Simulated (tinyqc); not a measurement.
Domain walls in a thin film with perpendicular anisotropy: Bloch, Neel and chiral walls, motion and stripe domains: one step, computed by the program tinyqc. Command: `OMP_NUM_THREADS=1 python tinyqc.py 3008048 3008049 out.jsonl mwall walk`. One thread of a shared host (Intel(R) Xeon(R) Processor @ 2.30GHz), about 0.01 s of CPU time with the checks.

One-dimensional wall: polar angle theta(x), azimuth phi of the moment in the wall (phi = 0 Neel, 90 degrees Bloch). mu_0 = 1.25663706212e-6 T m/A, gamma = 1.76085963023e11 rad/(s T).

Problem. Walker breakdown. Field drive: steady motion v = gamma Delta B/alpha needs B = (alpha/2) [2 B_D sin(phi) - B_K sin(2 phi)] in size, B_K = 2 K_D/M_s, B_D = pi D/(2 M_s Delta), with phi moving from its rest value; the Walker field B_W is the largest value of |B_D sin(phi) - (B_K/2) sin(2 phi)| times alpha, reached at cos(phi) = [d - sqrt(d^2 + 8)]/4, d = B_D/B_K. Far above B_W/alpha, v = gamma Delta B alpha/(1 + alpha^2); this is used for all B above B_W.

Inputs (values chosen for the exercise, for a model film):
```
quantity                      value    unit
saturation magnetisation M_s    842    kA/m
DMI constant D                 0.72  mJ/m^2
damping alpha                 0.018       -
field mu_0 H_z                 0.32      mT
```

Drive: magnetic field.

K_D = 30.98717 kJ/m^3

width parameter Delta = 8.880874 nm

Give: B_K; B_D; Walker field B_W; velocity at B_W; velocity at B.

Solution.

B_K = 73.60 mT

B_D = 151.2 mT

Walker field B_W = 2.985 mT

velocity at B_W = 259.3 m/s

velocity at B = 27.80 m/s

B is below B_W: steady motion. Without D, B_W would be alpha B_K/2 = 0.662 mT, so D raises it 4.5 times.
